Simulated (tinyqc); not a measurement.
p-i-n junction, non-linear Poisson equation by Newton steps: two steps of the calculation.

One dimension, p side on the left, n side on the right; net doping C = -Na for x < 0, 0 for 0 < x < Li and +Nd beyond. The potential psi is counted from the intrinsic level, and the quasi-Fermi potentials are flat: 0 for holes and -V for electrons, so n = ni exp((psi + V)/Vt) and p = ni exp(-psi/Vt) (Boltzmann statistics, full ionisation, no current).

Inputs (values chosen for the exercise); band and dielectric values close to those of indium phosphide: temperature T = 273 K; band gap Eg = 1.34 eV; relative permittivity eps_r = 12.7; conduction-band density of states at T Nc = 4.9e17 cm^-3; valence-band density of states at T Nv = 9.55e18 cm^-3; acceptor density of the p side Na = 1.3e16 cm^-3; donor density of the n side Nd = 3e16 cm^-3; bias of the p side against the n side V = 0.16 V.

Constants: q = 1.602176634e-19 C, kB = 1.380649e-23 J/K, Vt = kB T/q, eps0 = 8.8541878128e-14 F/cm where lengths are in cm. Results are converted to the units shown.

Question 1. Intrinsic density, end potentials and Debye lengths. ni = sqrt(Nc Nv) exp(-Eg/(2 Vt)), Eg in volts; psi_p = -Vt ln(Na/ni), psi_n = Vt ln(Nd/ni) - V; Debye length sqrt(eps0 eps_r Vt/(q N)).

Wanted: ni; psi_p; psi_n; Debye length, p side; Debye length, n side.

Answer 1.

ni = 9.256e5 cm^-3
psi_p = -0.5497 V
psi_n = 0.4094 V
Debye length, p side = 35.64 nm
Debye length, n side = 23.46 nm

Question 2. Densities, residual and Jacobian diagonal. n_i = ni exp((psi_i + V)/Vt), p_i = ni exp(-psi_i/Vt), rho_i = p_i - n_i + C_i, g_i = (n_i + p_i)/Vt. Box widths w_i = (h_(i-1) + h_i)/2 in cm. Residual F_i = a_i (psi_(i+1) - psi_i) - a_(i-1) (psi_i - psi_(i-1)) + q rho_i w_i; Jacobian: a_(i-1) and a_i beside the diagonal, b_i = -a_(i-1) - a_i - q g_i w_i on it. The two end nodes are fixed.

x, node 0 to 16 (nm): [-653, -500, -371, -262, -170, -92.7, -27.5, 27.5, 87, 151, 221, 297, 379, 467, 563, 667, 779]
coupling a_i, interval 0 to 15 (F/cm^2): [7.3495546e-8, 8.7169136e-8, 1.0316347e-7, 1.2222629e-7, 1.4546984e-7, 1.7246654e-7, 2.0445125e-7, 1.8898855e-7, 1.7570029e-7, 1.6064026e-7, 1.4795814e-7, 1.3713193e-7, 1.2778203e-7, 1.1713353e-7, 1.0812326e-7, 1.0040017e-7]
psi at the start, node 0 to 16 (V): [-0.54968207, -0.54968207, -0.54968207, -0.54968207, -0.54968207, -0.54968207, -0.54968207, 0.40935507, 0.40935507, 0.40935507, 0.40935507, 0.40935507, 0.40935507, 0.40935507, 0.40935507, 0.40935507, 0.40935507]
net doping C, node 0 to 16 (cm^-3): [-1.3e16, -1.3e16, -1.3e16, -1.3e16, -1.3e16, -1.3e16, -1.3e16, 0, 0, 0, 0, 0, 0, 3e16, 3e16, 3e16, 3e16]
ni = 9.2557867e5 cm^-3

Give: n; p; residual F; diagonal b.

Answer 2.

n, node 0 to 16 (cm^-3): [0.05924, 0.05924, 0.05924, 0.05924, 0.05924, 0.05924, 0.05924, 3.000e16, 3.000e16, 3.000e16, 3.000e16, 3.000e16, 3.000e16, 3.000e16, 3.000e16, 3.000e16, 3.000e16]
p, node 0 to 16 (cm^-3): [1.300e16, 1.300e16, 1.300e16, 1.300e16, 1.300e16, 1.300e16, 1.300e16, 0.02567, 0.02567, 0.02567, 0.02567, 0.02567, 0.02567, 0.02567, 0.02567, 0.02567, 0.02567]
residual F, node 1 to 15 (in units of 1e-7 C/cm^2): [0.000, 0.000, 0.000, 0.000, 0.000, 1.961, -2.236, -0.297, -0.322, -0.351, -0.380, -0.409, 0.000, 0.000, 0.000]
diagonal b, node 1 to 15 (F/cm^2): [-1.409e-6, -1.244e-6, -1.115e-6, -1.017e-6, -9.488e-7, -9.090e-7, -1.563e-6, -1.626e-6, -1.705e-6, -1.800e-6, -1.899e-6, -2.002e-6, -2.125e-6, -2.268e-6, -2.415e-6]

Computed by the program tinyqc: `OMP_NUM_THREADS=1 python tinyqc.py 2000059 2000060 out.jsonl`, one thread of a shared Intel Xeon 2.30GHz, about 0.04 s for the whole run.
